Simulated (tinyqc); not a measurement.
From time t_V to close the V back to width w (mask opening along <110>, or membrane width in the design step): anisotropic wet etching of Si(100): plane rates, V-grooves, membranes and undercut. Computed by tinyqc, a small Python program. Command: `OMP_NUM_THREADS=1 python tinyqc.py 3021103 3021104 out.jsonl wetetch inv`. One thread of a shared host (Intel(R) Xeon(R) Processor @ 2.30GHz), about 0.01 s of CPU time with the checks.

A long slot opens the mask on a (100) wafer. The floor etches at R100; (111) walls stand at theta = arctan(sqrt2) = 54.7356 degrees to the surface and recede at R111 along their normal.

Inputs (values chosen for the exercise, close to those used for potassium hydroxide solutions):
```
quantity                            value     unit
prefactor k0 of the (100) rate    3.3e+08   um/min
activation energy of (100), E       0.592       eV
ratio (100)/(111) at 80 C             150        -
extra energy of (111), dE            0.15       eV
ratio (100)/oxide at 80 C             180        -
extra energy of the oxide, dE_ox     0.21       eV
bath temperature T                     40        C
misalignment of the mask                0  degrees
etch time t                            25      min
```

Constants: k_B = 8.617333262e-05 eV/K.

Method:
- R100 = k0 exp(-E/(k_B T)); a ratio given at 80 C scales as exp[(extra energy/k_B)(1/T - 1/353.15 K)]; R111 and R_ox follow by division.
- Temperatures in kelvin are T(C) + 273.15.
- A misaligned edge exposes ledges and adds R100 sin(misalignment) to the lateral rate (a simple estimate): u = R111/sin(theta) + R100 sin(misalignment). Top width W = w + 2 u t; floor width b = W - 2 z/tan(theta) = W - sqrt2 z. The floor lasts until b = 0, at t_V = w/(sqrt2 R100 - 2u); depth z = R100 t before t_V and W/sqrt2 after.

Problem. A run gave the result below. Find the width w (mask opening along <110>, or membrane width in the design step), known to lie between 250 and 700 um.

time t_V to close the V = 2705.927 min

Solution.

Each step takes the trial c = (a f_b - b f_a)/(f_b - f_a), f being the result less the target and a, b, c the logarithms of the listed values; c replaces end b, the old b replaces a if the sign of f changed, and otherwise f_a is halved.

Scan of the range:
```
width w (mask opening along <110>, or membrane width in the design step) (um)  time t_V to close the V (min)
250                                                                                                  1816.06
297                                                                                                  2157.48
352                                                                                                  2557.01
418                                                                                                  3036.45
497                                                                                                  3610.32
590                                                                                                  4285.90
700                                                                                                  5084.96
```

False position (Illinois rule, in the logarithm of the input) inside the bracket:
```
step    end a    end b    trial  time t_V to close the V (min)
1     352.000  418.000  371.300                        2697.21
2     418.000  371.300  372.432                        2705.43
3     418.000  372.432  372.560                        2706.36
4     372.432  372.560  372.500                        2705.93
5     372.560  372.500  372.500                        2705.93
```

Time t_V to close the V rises at every point of a 13-point scan of the range (every second point is shown), so one value fits; it is bracketed by 352 and 418. The scan shows a pure power law with exponent 1.0000, so scaling from any one row also gives the answer directly. Answer: width w (mask opening along <110>, or membrane width in the design step) = 372.5 um.
